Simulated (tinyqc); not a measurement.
Fully depleted semiconductor-on-insulator film with two gates, non-linear Poisson equation by Newton steps: one step of the calculation.

One dimension across the film, front interface at x = 0, back interface at x = ts. psi is counted from the intrinsic level, n = ni exp(psi/Vt) (source grounded), holes neglected, acceptors ionised. Gates act through Cox = eps0 eox/tox and Cbox = 3.9 eps0/tb with potentials G1 = Vg - (phiM - chi - Vt ln(Nc/ni)) and G2 = Vb - (phiB - chi - Vt ln(Nc/ni)). Classical Boltzmann densities, no interface charge, no depletion in the back plane.

Question. Newton step. Solve a d_(i-1) + b_i d_i + a d_(i+1) = -F_i for all nodes. Half of the step is added while the largest |d| exceeds 1.5 Vt, the full step after that.

Inputs (values chosen for the exercise):
- T = 400 K (temperature)

Constants: q = 1.602176634e-19 C, kB = 1.380649e-23 J/K, Vt = kB T/q. Results are converted to the units shown.

a = 19.991824 uF/cm^2
diagonal b, node 0 to 11 (F/cm^2): [-2.3519058e-5, -3.9989070e-5, -3.9987698e-5, -3.9986674e-5, -3.9985908e-5, -3.9985337e-5, -3.9984910e-5, -3.9984590e-5, -3.9984352e-5, -3.9984174e-5, -3.9984041e-5, -2.0183812e-5]
residual F, node 0 to 11 (C/cm^2): [1.1379968e-6, -1.9015434e-10, -1.4291000e-10, -1.0762606e-10, -8.1276519e-11, -6.1600992e-11, -4.6911011e-11, -3.5945300e-11, -2.7761693e-11, -2.1656386e-11, -1.7103632e-11, -1.7112885e-7]
psi after iteration 1, node 0 to 11 (V): [0.30595997, 0.29590672, 0.28585371, 0.27580096, 0.26574845, 0.25569620, 0.24564418, 0.23559241, 0.22554088, 0.21548960, 0.20543855, 0.19538774]

Give: Newton step d, before damping; psi after iteration 2.

Answer.

Newton step d, before damping, node 0 to 11 (V): [0.26425, 0.25396, 0.24373, 0.23357, 0.22345, 0.21335, 0.20328, 0.19322, 0.18317, 0.17313, 0.16310, 0.15307]
psi after iteration 2, node 0 to 11 (V): [0.43809, 0.42288, 0.40772, 0.39259, 0.37747, 0.36237, 0.34728, 0.33220, 0.31713, 0.30206, 0.28699, 0.27192]

Range of the model: In so thin a film or at such density quantum confinement moves the charge away from the interfaces and raises the threshold.

Computed by the program tinyqc: `OMP_NUM_THREADS=1 python tinyqc.py 2190080 2190081 out.jsonl`, one thread of a shared Intel Xeon 2.30GHz, about 0.3 s for the whole run.
